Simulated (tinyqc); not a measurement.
Disorder broadening of a one-dimensional band in the self-consistent Born approximation: two steps of the calculation.

The local Green function is G = g0(z - Sigma) with z = E + i eta and g0(z) = 1/(sqrt(z - 2t) sqrt(z + 2t)), principal roots; the self-energy is Sigma = D G. The density of states is -Im G/pi.

Parameters, values chosen for the exercise: hopping t = 1 eV; variance of the random site energy D = 0.24 eV^2; bare broadening eta = 0.03 eV; energy from the band centre E = -0.552 eV; mixing mix = 0.5.

Constants: q = 1.602176634e-19 C, hbar = 1.054571817e-34 J s. Results are converted to the units shown.

Question 1. Born step. G = g0(z - Sigma), Sigma(out) = D G, Sigma(new) = Sigma + mix (Sigma(out) - Sigma).

Sigma after iteration 1 = -0.000279632-0.062415244i eV

Give: G; Sigma(out); Sigma after iteration 2.

Answer 1.

G = -0.0071-0.5194i 1/eV
Sigma(out) = -0.0017-0.1247i eV
Sigma after iteration 2 = -0.00100-0.09354i eV

Question 2. Density of states and lifetime. G = Sigma/D, density of states -Im G/pi, lifetime hbar/(2 |Im Sigma|); without disorder the density of states is -Im g0(z)/pi.

converged Sigma = -0.00282828-0.12430055i eV

Wanted: density of states; lifetime; density of states without disorder.

Answer 2.

density of states = 0.1649 1/eV
lifetime = 2.648 fs
density of states without disorder = 0.1656 1/eV

Disorder makes the density of states at this energy 0.42 % below the clean value.

Range of the model: The self-consistent Born approximation misses band tails from rare fluctuations and localisation.

Program tinyqc, `OMP_NUM_THREADS=1 python tinyqc.py 2720028 2720029 out.jsonl`; Intel Xeon 2.30GHz, shared host, one thread, about 0.01 s.
